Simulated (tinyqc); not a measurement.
Composition and strain of an epitaxial Si(1-x)Ge(x) layer from Raman and X-ray peaks: one step, computed by the program tinyqc. Command: `OMP_NUM_THREADS=1 python tinyqc.py 3008617 3008618 out.jsonl epiraman walk`. One thread of a shared host (Intel(R) Xeon(R) Processor @ 2.30GHz), about 0.01 s of CPU time with the checks.

A (001) layer, biaxially strained in the plane. The Raman peaks follow empirical lines omega = w0 + c1 x + c3 x^3 + b eps (c3 for Si-Ge alone), with eps the in-plane strain.

Task: Lattice constants and strain. Relaxed lattice constant a(x) = a_Si + (a_Ge - a_Si) x - B x (1 - x). In-plane constant a_par = a_sub + R (a(x) - a_sub); eps = a_par/a(x) - 1; eps_perp = -(2 C12/C11) eps with 2 C12/C11 linear in x; a_perp = a(x) (1 + eps_perp).

Inputs (values chosen for the exercise, modelled on silicon-germanium):
```
quantity,value,unit
Ge fraction x,0.45,-
degree of relaxation R,0.83,-
lattice constant of Si,5.431,angstrom
lattice constant of Ge,5.658,angstrom
bowing B,0.025,angstrom
2 C12/C11 of Si,0.776,-
2 C12/C11 of Ge,0.751,-
```

Substrate: silicon.

Give: relaxed constant a(x); substrate constant a_sub; a_par; in-plane strain eps; strain along the normal; a_perp.

Result:

relaxed constant a(x) = 5.527 angstrom

substrate constant a_sub = 5.431 angstrom

a_par = 5.511 angstrom

in-plane strain eps = -2.952 per mille

strain along the normal = 2.257 per mille

a_perp = 5.539 angstrom

The layer is under compression in the plane and is stretched along the normal.
